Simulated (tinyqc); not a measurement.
Front-illuminated p-i-n photodiode, quantum efficiency and bandwidth: one step of the calculation.

Light enters through a p layer (0 to xp), a depleted layer (xp to xp + wi) and a thick n substrate, decaying as exp(-al x); one pass, no back reflection. Carriers made in the depleted layer are all collected; those in the neutral layers diffuse.

Task. Response at one frequency. Drift response for pairs made in the depleted layer, a = al wi, g = 1 - exp(-a), u = 2 pi i f, te = wi/ve, th = wi/vh: electrons He = [g - a (exp(-a) - exp(-u te))/(u te - a)]/(u te g), holes Hh = [g - a (1 - exp(-a - u th))/(a + u th)]/(u th g); C = eps0 eps_r pi (dia/2)^2/wi + Cp; total |He + Hh|/sqrt(1 + (2 pi f RL C)^2), for the current of the depleted layer alone.

Values chosen for this exercise; values close to those of In0.53Ga0.47As at this wavelength:
- al = 6850 1/cm (absorption coefficient)
- eps_r = 13.8 (relative permittivity)
- wi = 2.7 um (thickness of the depleted layer)
- ve = 7e6 cm/s (electron drift velocity)
- vh = 5.05e6 cm/s (hole drift velocity)
- dia = 28 um (diameter)
- RL = 50 ohm (load resistance)
- Cp = 20 fF (parasitic capacitance)
- f = 10 GHz (modulation frequency)

Constants: eps0 = 8.8541878128e-14 F/cm where lengths are in cm. Results are converted to the units shown.

Wanted: te; th; He; Hh; |He + Hh|; C; total response.

Result.

te = 38.571 ps
th = 53.465 ps
He = 0.33356-0.42132i
Hh = 0.17496-0.20796i
|He + Hh| = 0.80906
C = 47.866 fF
total response = 0.80007

The drift response alone falls to 1/sqrt(2) at 12.8 GHz and the RC term alone at 66.5 GHz; together they give 12.4 GHz.

Numbers from tinyqc (`OMP_NUM_THREADS=1 python tinyqc.py 2250026 2250027 out.jsonl`; about 0.01 s on one thread of a shared Intel Xeon 2.30GHz).
